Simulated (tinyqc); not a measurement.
CMOS latch-up, two-transistor model: effect of the resistance from the pnp collector to the npn base.

A parasitic pnp (emitter at Vdd, base shunted by Rw) and npn (emitter at ground, base shunted by Rs) feed each other: the npn collector current flows out of the pnp base node, the pnp collector current into the npn base node. Forward-active transistors with constant gains: Icn = Isn exp(Vn/Vt), Icp = Isp (exp(Vp/Vt) - 1). A current Ii is injected into the npn base node.

Node equations: Vp/Rw + Icp/bp = Icn and Vn/Rs + Icn/bn = Icp + Ii. Loop gain G = gn gp/[(1/Rw + gp/bp)(1/Rs + gn/bn)], gn = Icn/Vt, gp = (Icp + Isp)/Vt; the off state ends where G = 1, and Ii there is the trigger current. On state with both base-emitter voltages at Von: npn base current Ib = (Von/Rs + bp Von/Rw)/(bn bp - 1), holding current Ih = (bn + 1) Ib + Von/Rs, holding voltage Vh = Vsat + Von + R2 (Ib + Von/Rs).

Inputs (values chosen for the exercise); values close to those of bulk CMOS:
- T = 250 K (temperature)
- bn = 13.8 (current gain of the npn)
- bp = 2.7 (current gain of the pnp)
- Isn = 1.1e-19 A (saturation current of the npn at T)
- Isp = 8.3e-20 A (saturation current of the pnp at T)
- Rs = 70 ohm (substrate resistance shunting the npn)
- Rw = 710 ohm (well resistance shunting the pnp)
- Von = 0.84 V (base-emitter voltage in the on state)
- Vsat = 0.1 V (saturation voltage)
- Vdd = 1.2 V (supply voltage)

Constants: q = 1.602176634e-19 C, kB = 1.380649e-23 J/K, Vt = kB T/q. Results are converted to the units shown.

The same in every row: Vn at trigger (V) = 0.7916; trigger current (mA) = 11.37; Ih (mA) = 18.20.

Result of one run:

| R2 (ohm) | Vh (V) |
|---|---|
| 740 | 10.13 |

What becomes of these results when the resistance from the pnp collector to the npn base R2 is changed from 740 to 100 ohm, all else the same?

Result of the changed run:

| R2 (ohm) | Vh (V) |
|---|---|
| 100 | 2.182 |

The whole series:

| R2 (ohm) | Vh (V) |
|---|---|
| 5 | 1.002 |
| 14 | 1.114 |
| 37 | 1.400 |
| 100 | 2.182 |
| 270 | 4.293 |
| 740 | 10.13 |
| 2000 | 25.78 |

As R2 goes from 5 to 2000 ohm, the trigger current stays at 11.4 mA, Ih stays at 18.2 mA and Vh rises from 1.00 to 25.8 V. Vh exceeds the supply Vdd = 1.2 V, which then cannot sustain a latched state, in 5 of the 7 rows.

Computed by the program tinyqc: `OMP_NUM_THREADS=1 python tinyqc.py 2670008 2670009 out.jsonl`, one thread of a shared Intel Xeon 2.30GHz, about 0.05 s for the whole run.
